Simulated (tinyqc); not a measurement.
From results back to parameters: thin-film optics by transfer matrices. Five cases, with inputs chosen for the exercise.

Problem. A bare substrate in air: with rho = tan(Psi) exp(i Delta), Delta = 180 degrees at small angles on a dielectric, conj(eps) = sin^2(theta) [1 + tan^2(theta) ((1 - rho)/(1 + rho))^2], and n + i k = sqrt(eps).

Find: rho; eps; n; k.

Method. Form rho, insert it, conjugate, and take the root with k >= 0.

Case 1.

Values chosen (out of a larger set: indices near those of Si3N4 on Si; not measured data): lam = 633 nm (vacuum wavelength); theta_e = 70 degrees (angle of the ellipsometer).

Psi = 10.8990 degrees
Delta = 179.1873 degrees

Solution.

rho = -0.1925+0.0027i
eps = 15.42+0.16i
n = 3.927
k = 0.021

Case 2.

Values chosen (out of a larger set: indices near those of resist, ARC, SiO2 on Al; not measured data): lam = 193 nm (vacuum wavelength); theta_e = 60 degrees (angle of the ellipsometer).

Psi = 43.8622 degrees
Delta = 113.9077 degrees

Solution.

rho = -0.3895+0.8786i
eps = -4.54+0.46i
n = 0.108
k = 2.134

Case 3.

Values chosen (out of a larger set: indices near those of Si3N4 on Si; not measured data): lam = 248 nm (vacuum wavelength); theta_e = 65 degrees (angle of the ellipsometer).

Psi = 36.4109 degrees
Delta = 130.8900 degrees

Solution.

rho = -0.4828+0.5576i
eps = -10.87+11.49i
n = 1.572
k = 3.653

Case 4.

Values chosen (out of a larger set: indices near those of resist, ARC, SiO2 on W; not measured data): lam = 193 nm (vacuum wavelength); theta_e = 70 degrees (angle of the ellipsometer).

Psi = 34.4439 degrees
Delta = 105.9893 degrees

Solution.

rho = -0.1889+0.6593i
eps = -7.26+7.80i
n = 1.303
k = 2.993

Case 5.

Values chosen (out of a larger set: indices near those of Si3N4 on polySi; not measured data): lam = 248 nm (vacuum wavelength); theta_e = 60 degrees (angle of the ellipsometer).

Psi = 34.3838 degrees
Delta = 135.6446 degrees

Solution.

rho = -0.4893+0.4784i
eps = -5.19+9.55i
n = 1.685
k = 2.833

Computed by tinyqc, one run a case: `OMP_NUM_THREADS=1 python tinyqc.py N N+1 out.jsonl` with N = 1682273, 1682289, 1682315, 1682321, 1682322; one thread of a shared Intel(R) Xeon(R) Processor @ 2.30GHz, about 0.02 s a run at most.
